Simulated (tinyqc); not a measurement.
# Interface traps from C-V curves, high-low and Terman methods: two studies

MOS capacitor on an n-type substrate; psi is the band bending, negative in depletion; only majority carriers are counted. At the bending psi the Fermi level lies y = xi - psi below the conduction edge at the surface, xi = Vt ln(Nc/Nd). Dit(y) = D0 + D1 exp(-y/E1); traps fill up to the Fermi level, follow the bias and a slow signal, and do not follow a fast one. V is the gate voltage from flat band.

Inputs (values chosen for the exercise); band and dielectric values close to those of In0.53Ga0.47As: temperature T = 300 K; relative permittivity eps_r = 13.6; conduction-band density of states at T Nc = 2.13e17 cm^-3; donor density Nd = 2.8e15 cm^-3; equivalent oxide thickness EOT = 28 nm; trap density far from the band edge D0 = 2e11 cm^-2 eV^-1; band-tail density at the conduction edge D1 = 7.4e12 cm^-2 eV^-1; decay energy of the tail E1 = 0.16 eV.

Constants: q = 1.602176634e-19 C, kB = 1.380649e-23 J/K, Vt = kB T/q, eps0 = 8.8541878128e-14 F/cm where lengths are in cm. Results are converted to the units shown.

Each table varies one quantity; the others keep the values above.

## Effect of the oxide thickness on the signal

Cox = 3.9 eps0/EOT, LD = sqrt(eps0 eps_r Vt/(q Nd)), u = psi/Vt, Cd = (eps0 eps_r/(sqrt(2) LD)) |exp(u) - 1|/sqrt(exp(u) - u - 1). Ideal V0 = psi - sqrt(2) (eps0 eps_r Vt/LD) sqrt(exp(u) - u - 1)/Cox for psi < 0; the traps add dV = (q/Cox) times the integral of Dit from 0 to psi = (q/Cox) [D0 psi + D1 E1 exp(-xi/E1) (exp(psi/E1) - 1)]. 1/C_HF = 1/Cox + 1/Cd, 1/C_LF = 1/Cox + 1/(Cd + q Dit). All at psi = -0.136 V.

Effect of the oxide thickness on the signal:
```
EOT (nm)	dV (mV)	C_HF (nF/cm^2)	C_LF (nF/cm^2)	(C_LF - C_HF)/Cox (%)
1.4	-23.637	48.269	293.35	9.9363
2.5	-42.209	47.538	268.28	15.981
4.4	-74.289	46.326	233.77	23.884
8	-135.07	44.192	187.96	33.308
14	-236.37	41.040	141.69	40.805
26	-438.98	35.918	94.941	44.441
46	-776.65	29.733	61.257	41.994
```

Read the table: what changes, and by how much?

The stretch-out grows in proportion to the EOT, from -23.6 to -777 mV, so thin oxides leave Terman's method little to read; the high-low gap goes from 9.94 through a maximum of 44.4 (at EOT = 26 nm among the rows listed) to 42.0 % of Cox.

## Subthreshold swing with traps

Same model as above.

At psi = -0.136 V the swing of a transistor with this gate would be S = Vt ln 10 (1 + (Cd + q Dit)/Cox), Dit as above.

Subthreshold swing with traps:
```
D0 (cm^-2 eV^-1)	Dit (cm^-2 eV^-1)	q Dit/Cox	S (mV/decade)
8.5e9	1.5793e12	2.0517	205.42
2.5e10	1.5958e12	2.0732	206.70
7.3e10	1.6438e12	2.1355	210.41
2.1e11	1.7808e12	2.3135	221.00
6.2e11	2.1908e12	2.8462	252.71
1.8e12	3.3708e12	4.3791	343.96
5.3e12	6.8708e12	8.9261	614.63
1.5e13	1.6571e13	21.528	1364.8
```

S rises from 205 to 1360 mV/decade; without traps it is 83.3. The traps add 10 mV/decade at Dit = 1.29e11 cm^-2 eV^-1 and equal Cox at 7.70e11.

Range of the model: In a narrow-gap semiconductor minority carriers respond as well once the bending nears the inversion point; they are left out.

Numbers from tinyqc (`OMP_NUM_THREADS=1 python tinyqc.py 2030084 2030085 out.jsonl`; about 0.01 s on one thread of a shared Intel Xeon 2.30GHz).
